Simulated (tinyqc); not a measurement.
Born-von Karman spring model of a cubic crystal with one atom per cell: one step, computed by the program tinyqc. Command: `OMP_NUM_THREADS=1 python tinyqc.py 3021806 3021807 out.jsonl springs walk`. One thread of a shared host (Intel(R) Xeon(R) Processor @ 2.30GHz), about 0.2 s of CPU time with the checks.

First neighbours lie at a/2 (1,1,1) (8 of them), second at a (1,0,0) (6), with all permutations and signs; the volume per atom is Omega = a^3/2. Two shells of springs match a real metal only roughly, above all at the zone boundary.

Problem. Sound velocities. rho = M/Omega and v = sqrt(C/rho), with C = C11, C44, C44 along [100]; (C11 + C12 + 2 C44)/2, C44, (C11 - C12)/2 along [110]; (C11 + 2 C12 + 4 C44)/3 and twice (C11 - C12 + C44)/3 along [111].

Inputs (values chosen for the exercise, modelled on iron): lattice constant a = 2.87 angstrom; atomic mass M = 55.85 u.

Lattice: bcc.

C11 = 219.2805 GPa

C44 = 111.4266 GPa

C12 = 128.1741 GPa

Constants: u = 1.6605390666e-27 kg.

Give: density rho; Velocities (m/s).

Solution.

density rho = 7846.1 kg/m^3

Velocities (m/s):
```
direction  longitudinal  transverse 1  transverse 2
[100]            5286.5        3768.5        3768.5
[110]            6028.5        3768.5        2409.5
[111]            6256.3        2933.3        2933.3
```

Along [110] the two transverse waves differ by a factor sqrt(2 C44/(C11 - C12)) = 1.564.
